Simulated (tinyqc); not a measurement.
# Surface potential of a MOS transistor: implicit equation and explicit approximations: two studies

p-type body, charge-sheet picture, depletion and inversion only, full ionisation (an idealisation for deep acceptors), Boltzmann statistics (rough once Na exp(x - xn) passes about Nc/7). In units of Vt: xg = (Vg - Vfb)/Vt, x = psi/Vt, G = gamma/sqrt(Vt), xn = (2 phiF + Vc)/Vt. The implicit equation is (xg - x)^2 = G^2 [x - 1 + exp(x - xn)] for x above about 3. Cox = eps0 eox/tox.

Inputs (values chosen for the exercise); band and dielectric values close to those of 4H silicon carbide: temperature T = 300 K; band gap Eg = 3.29 eV; relative permittivity eps_r = 9.7; conduction-band density of states at T Nc = 1.7e19 cm^-3; valence-band density of states at T Nv = 2.49e19 cm^-3; relative permittivity of the gate insulator (close to silicon dioxide) eox = 3.9; insulator thickness tox = 14 nm; acceptor density Na = 9.8e17 cm^-3; flat-band voltage Vfb = -0.89 V; channel-body voltage Vc = 1 V; gate-body voltage Vg = 8.03 V.

Constants: q = 1.602176634e-19 C, kB = 1.380649e-23 J/K, Vt = kB T/q, eps0 = 8.8541878128e-14 F/cm where lengths are in cm. Results are converted to the units shown.

Each table varies one quantity; the others keep the values above.

## Accuracy of the approximations against gate voltage

ni = sqrt(Nc Nv) exp(-Eg/(2 Vt)), Eg in volts; phiF = Vt ln(Na/ni); gamma = sqrt(2 q eps0 eps_r Na)/Cox; VT = Vfb + Vt (xn + G sqrt(xn - 1)). Depletion value a = 1 + [sqrt(G^2/4 + xg - 1) - G/2]^2; inversion value b = xn + ln[(xg - xn)^2/G^2 - xn + 1] and first guess y = min(a, b) - ln(1 + exp(-|a - b|)) if a > xn + 1, else b = y = a; one second-order correction with D = exp(y - xn), p = 2 (xg - y) + G^2 (1 + D), w = (xg - y)^2 - G^2 (y - 1 + D): z = y + 2 w/(p + sqrt(p^2 - 2 (2 - G^2 D) w)), or the Newton step z = y + w/p where the root is not real. N_inv = (Cox Vt G/q) [sqrt(x - 1 + exp(x - xn)) - sqrt(x - 1)] at the root. Lambert form (Cox m Vt/q) W0[(G/(2 m sqrt(xn - 1))) exp((Vg - VT)/(m Vt))], m = 1 + G/(2 sqrt(xn - 1)). Errors under 1e-4 mV, and the linear form below VT, are printed as 0.

Accuracy of the approximations against gate voltage:
```
Vg (V)  psi (V)    x - xn  error of y (mV)  error of z (mV)  N_inv (cm^-2)  Cox (Vg - VT)/q (cm^-2)  Lambert form (cm^-2)
7.11     3.8712   -10.112          3.67e-4                0       8.6730e5                        0              7.9287e5
7.31     4.0016   -5.0655           0.0564                0       1.3260e8                        0              1.2866e8
7.51     4.1261  -0.25164             6.87          -0.0209      1.6068e10                 8.4847e8             1.6073e10
7.71     4.1887    2.1708             12.1           -0.539      1.7762e11                3.0875e11             1.7841e11
7.91     4.2122    3.0783             9.36           -0.256      4.3079e11                6.1664e11             4.3273e11
8.11     4.2256    3.5959             7.04           -0.103      7.0750e11                9.2454e11             7.1063e11
8.31     4.2349    3.9568             5.70          -0.0530      9.9365e11                1.2324e12             9.9799e11
8.51     4.2421    4.2347             4.83          -0.0315      1.2848e12                1.5403e12             1.2903e12
8.71     4.2479    4.4615             4.22          -0.0207      1.5791e12                1.8482e12             1.5858e12
```

psi rises from 3.87 to 4.25 V and ends 4.5 Vt above 2 phiF + Vc. Among the rows the first guess is off by at most 12 mV (at Vg = 7.71 V) and the corrected value by at most 0.54 mV. In the last row the linear form is 17 % above N_inv and the Lambert form 0.43 % above it; in the first row the Lambert form is 8.6 % below it. For Vg = 7.71, 7.91, 8.11, 8.31, 8.51, 8.71 the electron quasi-Fermi level lies less than 2 Vt below the band edge at the surface, or above it, where degeneracy and confinement, left out, matter.

## Effect of the insulator thickness at fixed gate voltage

Same model as above.

Effect of the insulator thickness at fixed gate voltage:
```
tox (nm)  psi (V)  x - xn  error of y (mV)  error of z (mV)  N_inv (cm^-2)  Cox (Vg - VT)/q (cm^-2)  Lambert form (cm^-2)
4.7         4.321   7.294             2.42         -3.76e-3       1.437e13                 1.538e13              1.447e13
6.4         4.303   6.586             2.50         -4.13e-3       8.845e12                 9.553e12              8.900e12
8.7         4.282   5.773             2.86         -6.23e-3       4.803e12                 5.291e12              4.829e12
12          4.250   4.560             4.42          -0.0239       1.724e12                 2.030e12              1.733e12
16          4.076  -2.199             1.07                0        2.309e9                        0               2.288e9
```

Read the table: what changes, and by how much?

As tox goes from 4.7 to 16, psi falls from 4.32 to 4.08 V, x - xn falls from 7.29 to -2.20 and N_inv falls from 1.44e13 to 2.31e9 cm^-2. The Lambert form lies between 0.991 and 1.01 times N_inv. For tox = 4.7, 6.4, 8.7, 12 the electron quasi-Fermi level lies less than 2 Vt below the band edge at the surface, or above it, where degeneracy and confinement, left out, matter.

Program tinyqc, `OMP_NUM_THREADS=1 python tinyqc.py 2122209 2122210 out.jsonl`; Intel Xeon 2.30GHz, shared host, one thread, about 0.01 s.
